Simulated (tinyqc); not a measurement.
Inside a calculation. Model: electron mobility in a silicon inversion layer, empirical terms and Matthiessen rule.

tinyqc, about 0.01 s, one thread, Intel Xeon 2.30GHz (shared host): `OMP_NUM_THREADS=1 python tinyqc.py 2510082 2510083 out.jsonl` Printed values are rounded.

Inversion layer of sheet density Ns on a uniformly doped body. The mobility terms are empirical power laws with prefactors chosen for the exercise; adding their inverses (Matthiessen) is itself an approximation.

Inputs (values chosen for the exercise); material values close to those of silicon:

| symbol | value | unit | meaning |
|---|---|---|---|
| T | 325 | K | temperature |
| Eg | 1.14 | eV | band gap |
| eps_r | 11.5 |  | relative permittivity of the semiconductor |
| Nc | 3.13e19 | cm^-3 | conduction-band density of states at T |
| Nv | 3.01e19 | cm^-3 | valence-band density of states at T |
| Nb | 7.9e17 | cm^-3 | body doping |
| Vsb | 0 | V | reverse body bias |
| eta | 0.5 |  | weight of the inversion charge in the effective field |
| Cox | 0.89 | uF/cm^2 | gate capacitance |
| Ap | 468 | cm^2/(V s) | phonon-limited mobility at 1 MV/cm and 300 K |
| As | 1210 | cm^2/(V s) | roughness-limited mobility at 1 MV/cm |
| gs | 2 |  | exponent of the roughness term |
| Ac | 1600 | cm^2/(V s) | Coulomb prefactor |
| Nit | 3.5e10 | cm^-2 | charge at the interface |
| Ns | 1.1e13 | cm^-2 | inversion density |
| WL | 10 |  | ratio W/L |
| Vd | 0.05 | V | drain voltage |
| I | 190 | uA | measured linear current |

Constants: q = 1.602176634e-19 C, kB = 1.380649e-23 J/K, Vt = kB T/q, eps0 = 8.8541878128e-14 F/cm where lengths are in cm. Results are converted to the units shown.

## Depletion charge and effective field

ni = sqrt(Nc Nv) exp(-Eg/(2 Vt)), Eg in volts; Ndep = sqrt(2 eps0 eps_r Nb (2 Vt ln(Nb/ni) + Vsb)/q); E = q (Ndep + eta Ns)/(eps0 eps_r), in MV/cm.

ni = 4.446925e10 cm^-3
Ndep = 3.064105e12 cm^-2
E = 1.347553 MV/cm

The depletion charge gives 35.8 % of the field.

## Mobility terms and their sum

With t = T/(300 K): muC = Ac (Ns/1e12 cm^-2) t/(Nb/1e17 cm^-3 + Nit/1e11 cm^-2), muP = Ap E^(-1/3) t^(-1.75), muS = As E^(-gs); 1/mu is the sum of the inverses.

terms (cm^2/(V s)): Coulomb 2311.111, phonon 368.3242, roughness 666.3367
mu = 215.1262 cm^2/(V s)
shares of 1/mu (%): Coulomb 9.308345, phonon 58.40675, roughness 32.28491

The phonon term limits most.

## Iteration 1: inversion density for the measured current

Ns at the start = 5.5e12 cm^-2

I = (W/L) q Ns mu Vd. E = q (Ndep + eta Ns)/(eps0 eps_r) in MV/cm. With t = T/(300 K): muC = Ac (Ns/1e12 cm^-2) t/(Nb/1e17 cm^-3 + Nit/1e11 cm^-2), muP = Ap E^(-1/3) t^(-1.75), muS = As E^(-gs); 1/mu is the sum of the inverses. Ns(new) = I/((W/L) q mu Vd).

E = 0.9148433 MV/cm
mu = 253.5979 cm^2/(V s)
Ns after iteration 1 = 9.352496e12 cm^-2

## Iteration 2: inversion density for the measured current

As before.

E = 1.217936 MV/cm
mu = 229.3663 cm^2/(V s)
Ns after iteration 2 = 1.034055e13 cm^-2

## Course of the iteration: inversion density for the measured current

Stop when Ns changes by less than 1e5 cm^-2, or after 120 iterations.

Course of the iteration:
```
iteration   Ns (cm^-2)  |change| (cm^-2)
1          9.352496e12           3.85e12
2          1.034055e13           9.88e11
3          1.073795e13           3.97e11
4          1.090899e13           1.71e11
5          1.098445e13           7.55e10
6          1.101808e13           3.36e10
7          1.103313e13           1.51e10
8          1.103988e13            6.75e9
9          1.104292e13            3.03e9
...                ...               ...
14         1.104534e13            5.55e7
15         1.104537e13            2.49e7
16         1.104538e13            1.12e7
17         1.104539e13            5.03e6
18         1.104539e13            2.26e6
19         1.104539e13            1.02e6
20         1.104539e13            4.56e5
21         1.104539e13            2.05e5
22         1.104539e13            9.21e4
```

Converged in 22 iterations. At the end each change is about 0.45 times the one before: linear convergence.

## Split C-V extraction

```
point  Vg (V)  Cgc (uF/cm^2)       I (uA)
0         0.1    5.790759e-4  3.678163e-7
1        0.15    0.001963906  4.236523e-6
2         0.2    0.006635779  4.859698e-5
3        0.25     0.02214428  5.498481e-4
4         0.3     0.07098520  0.005949060
5        0.35      0.2024228   0.05634347
6         0.4          0.445    0.3895422
7        0.45      0.6875772     1.650434
8         0.5      0.8190148     4.381185
9        0.55      0.8678557     8.471841
10        0.6      0.8833642     13.53946
11       0.65      0.8880361     19.25964
12        0.7      0.8894209     25.40671
```

Q(Vg) is the trapezoid sum of Cgc from the first point (where Q is taken as 0); mu_eff = I/((W/L) Q Vd); mu_FE = (dI/dVg)/((W/L) Cox Vd) with a backward difference. Listed from point 4 on.

```
point  Q (uC/cm^2)  mu_eff (cm^2/(V s))  mu_FE (cm^2/(V s))
4      0.003326305             3.576978           0.2426612
5       0.01016151             11.08959            2.264917
6       0.02634708             29.57005            14.97522
7       0.05466151             60.38743            56.66929
8       0.09232631             94.90654            122.7304
9        0.1344981             125.9771            183.8497
10       0.1782786             151.8910            227.7580
11       0.2225636             173.0709            257.0868
12           0.267             190.3124            276.2729
```

At the last point mu_FE is 45 % above mu_eff.
